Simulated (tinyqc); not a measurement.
Forward curve with series resistance: current of a Schottky diode by thermionic-emission-diffusion theory, and its read-back from I-V-T and C-V data. Computed by tinyqc, a small Python program. Command: `OMP_NUM_THREADS=1 python tinyqc.py 3024887 3024888 out.jsonl schottky walk`. One thread of a shared host (Intel(R) Xeon(R) Processor @ 2.30GHz), about 0.01 s of CPU time with the checks.

Full ionisation, no tunnelling, no recombination current. V is the voltage across the junction itself, forward positive.

Inputs (values chosen for the exercise, modelled on n-type GaN):
```
quantity                                     value           unit
Richardson constant A*                        25.7   A/(cm^2 K^2)
effective density of states at 300 K, N_c  2.3e+18         1/cm^3
permittivity eps                               9.7              -
mobility mu                                    870     cm^2/(V s)
barrier without image force phi_0             1.07             eV
doping N                                   1.3e+17         1/cm^3
series resistance R_s                         0.15  milliohm cm^2
junction voltage V                            0.39              V
temperature T                                  200              K
```

Barrier: uniform.

Constants: k_B = 8.617333262e-05 eV/K; e = 1.602176634e-19 C; eps_0 = 8.8541878128e-12 F/m.

Method:
- N_c(T) = N_c (T/300 K)^(3/2); V_bi = phi_0 - (k_B T/e) ln(N_c(T)/N); surface field F = sqrt(2 e N (V_bi - V - k_B T/e)/(eps eps_0)); image lowering d_phi = sqrt(e F/(4 pi eps eps_0)); effective barrier phi = phi_0 - d_phi.
- Collection velocity v_R = A* T^2/(e N_c(T)); diffusion velocity v_D = mu F; J = e N_c(T) v_R/(1 + v_R/v_D) exp(-phi/k_B T) [exp(e V/k_B T) - 1].
- Terminal voltage V + J R_s; apparent ideality from neighbouring rows, (e/k_B T) dV_terminal/d ln J.

built-in voltage V_bi = 1.03096 V

Forward curve; the last column belongs to the interval up to the next row:
```
V (V)  J (A/cm^2)  terminal voltage (V)  apparent n
0.249  4.5498e-14                0.2490      1.0191
0.346  1.1388e-11                0.3460      1.0214
0.443  2.8152e-09                0.4430      1.0245
0.540  6.8450e-07                0.5400      1.0288
0.636  1.5372e-04                0.6360      1.0355
0.733  3.5266e-02                0.7330      1.0596
0.830  7.6083e+00                0.8311      3.4287
0.927  1.4214e+03                1.1402           -
```

What does the comparison show, and why?

The resistance takes over where J R_s exceeds k_B T/e, at J = 115 A/cm^2; the apparent ideality climbs from 1.02 to 3.43, so barrier and n must be read below that current.
